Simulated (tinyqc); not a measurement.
## Charge imbalance from the loss of breakdown voltage

Question. In a superjunction of pillar doping N and length Lp an imbalance dl lowers BV by q |dl| N Lp^2/(4 eps0 eps_r), as long as the field reaches through the pillar. Find |dl| and the net dose error |dl| N wp.

Values chosen for this exercise:
- eps_r = 9.27 (relative permittivity of the semiconductor)
- wp = 1.5 um (width of each pillar)

Constants: q = 1.602176634e-19 C, eps0 = 8.8541878128e-14 F/cm where lengths are in cm. Results are converted to the units shown.

BV balanced and BV measured (V): [2800, 2505.9361]
N = 8.7977713e16 cm^-3
Lp = 11.262290 um

Answer. The loss is linear in |dl|; its sign cannot be told from BV.

|dl| = 5.400 %
dose error = 7.126e11 cm^-2

Computed by the program tinyqc: `OMP_NUM_THREADS=1 python tinyqc.py 2590028 2590029 out.jsonl`, one thread of a shared Intel Xeon 2.30GHz, about 0.01 s for the whole run.
